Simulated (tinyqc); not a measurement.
Short-channel transistor, virtual-source model with series resistance: two steps of the calculation.

The current per gate width is the charge at the top of the source barrier (the virtual source) times its velocity times a saturation function; al and be are fitting constants of the model. Units: I in uA/um, Rs in ohm um, so I Rs = 1e-6 I Rs in volts; Q in uC/cm^2, so I = 1e-4 Q vx0 Fsat with vx0 in cm/s.

Inputs (values chosen for the exercise):
- T = 250 K (temperature)
- Cinv = 3.28 uF/cm^2 (inversion capacitance)
- vx0 = 2.93e7 cm/s (velocity at the virtual source)
- mu = 260 cm^2/(V s) (apparent mobility)
- L = 16 nm (channel length)
- VT0 = 0.355 V (threshold at zero drain voltage)
- dl = 0.123 V/V (drain-induced barrier lowering)
- n0 = 1.26 (subthreshold factor)
- nd = 0.2 1/V (growth of n with drain voltage)
- al = 3.5 (threshold shift (in units of Vt) from weak to strong inversion)
- be = 1.6 (sharpness of saturation)
- Rs = 50 ohm um (series resistance of each contact)
- Vgs = 0.9 V (gate voltage)
- Vds = 0.9 V (drain voltage)

Constants: q = 1.602176634e-19 C, kB = 1.380649e-23 J/K, Vt = kB T/q. Results are converted to the units shown.

Problem 1. Current through the series resistance. Intrinsic voltages Vg' = Vgs - I Rs, Vd' = Vds - 2 I Rs. n = n0 + nd Vd', VT = VT0 - dl Vd', Ff = 1/(1 + exp((Vg' - VT + al Vt/2)/(al Vt))), Q = Cinv n Vt ln(1 + exp((Vg' - VT + al Vt Ff)/(n Vt))), Vdsat = (vx0 L/mu)(1 - Ff) + Vt Ff, Fsat = u/(1 + u^be)^(1/be) with u = Vd'/Vdsat, and I(out) = Q vx0 Fsat per width. (Fsat takes the sign of u.) I(new) = I + 0.5 (I(out) - I).

I after iteration 2 = 3571.0226 uA/um

Give: Vg'; Vd'; VT; Ff; Q; Vdsat; Fsat; I(out); I after iteration 3.

Solution 1.

Vg' = 0.72145 V
Vd' = 0.54290 V
VT = 0.28822 V
Ff = 0.0019353
Q = 1.4215 uC/cm^2
Vdsat = 0.18000 V
Fsat = 0.90607
I(out) = 3773.7 uA/um
I after iteration 3 = 3672.3 uA/um

Problem 2. What the series resistance costs. n = n0 + nd Vd', VT = VT0 - dl Vd', Ff = 1/(1 + exp((Vg' - VT + al Vt/2)/(al Vt))), Q = Cinv n Vt ln(1 + exp((Vg' - VT + al Vt Ff)/(n Vt))), Vdsat = (vx0 L/mu)(1 - Ff) + Vt Ff, Fsat = u/(1 + u^be)^(1/be) with u = Vd'/Vdsat, and I = Q vx0 Fsat per width. I0 is the current for Rs = 0. Effective velocity I/Q; transit time L Q/I.

converged I = 3694.3724 uA/um
I0 = 6018.4184 uA/um

Find: loss against I0; effective velocity; transit time.

Solution 2.

loss against I0 = 38.616 %
effective velocity = 2.6458e7 cm/s
transit time = 0.060473 ps

The carriers leave the virtual source at 90.3 % of vx0: the device is in saturation.

Computed by the program tinyqc: `OMP_NUM_THREADS=1 python tinyqc.py 2380087 2380088 out.jsonl`, one thread of a shared Intel Xeon 2.30GHz, about 0.01 s for the whole run.
